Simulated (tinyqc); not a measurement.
# Field length and prefactor from two substrate currents

Question. For Em = (Vd - Vdsat)/l, Isub/Id = (Ai/Bi)(Vd - Vdsat) exp(-Bi l/(Vd - Vdsat)), and l = sqrt(3 tox xj). Find l, Ai and xj.

Inputs (values chosen for the exercise):
- tox = 6.5 nm (oxide thickness)
- Bi = 1.69 MV/cm (ionisation field)

Isub/Id at Vd - Vdsat = 1.7 and 2.2 V: [0.0485136185, 0.146387167]

Solution. ln[Isub/(Id (Vd - Vdsat))] is linear in 1/(Vd - Vdsat) with slope -Bi l.

l = 37.47 nm
Ai = 2.000e6 1/cm
xj = 72.00 nm

Computed by the program tinyqc: `OMP_NUM_THREADS=1 python tinyqc.py 2550153 2550154 out.jsonl`, one thread of a shared Intel Xeon 2.30GHz, about 0.01 s for the whole run.
